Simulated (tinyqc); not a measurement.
The product rho l across metals: free and nearly free electrons in a metal.

Constants: hbar^2/2m0 = 3.80998211 eV angstrom^2; hbar = 6.58211957e-16 eV s.

Free electrons with m = 1; fcc cells hold 4 atoms and bcc cells 2; n = atoms z/a^3, kF = (3 pi^2 n)^(1/3), rho l = hbar kF/(n e^2), e = 1.602176634e-19 C. Inputs are chosen for the exercise.

Results:

| case | lattice | a (angstrom) | z | rho (micro-ohm cm) | kF (1/angstrom) | EF (eV) | l (nm) | rho l (1e-16 ohm m^2) |
|---|---|---|---|---|---|---|---|---|
| near Ca | fcc | 5.633 | 2 | 3.17 | 1.098 | 4.60 | 31.8 | 10.08 |
| near Au | fcc | 4.070 | 1 | 2.02 | 1.207 | 5.55 | 41.4 | 8.35 |
| near Ag | fcc | 4.112 | 1 | 1.68 | 1.194 | 5.43 | 50.8 | 8.53 |
| near Li | bcc | 3.494 | 1 | 9.41 | 1.116 | 4.74 | 10.4 | 9.77 |
| near Cu | fcc | 3.588 | 1 | 1.68 | 1.369 | 7.14 | 38.7 | 6.49 |
| near Al | fcc | 4.027 | 3 | 2.59 | 1.759 | 11.79 | 15.2 | 3.93 |

rho l falls as n^(-2/3): it is lowest for the case near Al and highest for near Ca. The lowest bulk rho belongs to near Ag; in very narrow wires, where rho l rules, the order changes. Real Fermi surfaces depart from spheres, most for the polyvalent and noble metals.

Run: tinyqc, `OMP_NUM_THREADS=1 python tinyqc.py 1682438 1682439 out.jsonl`; Intel(R) Xeon(R) Processor @ 2.30GHz, one thread, shared host; about 0.01 s of CPU time with all checks.
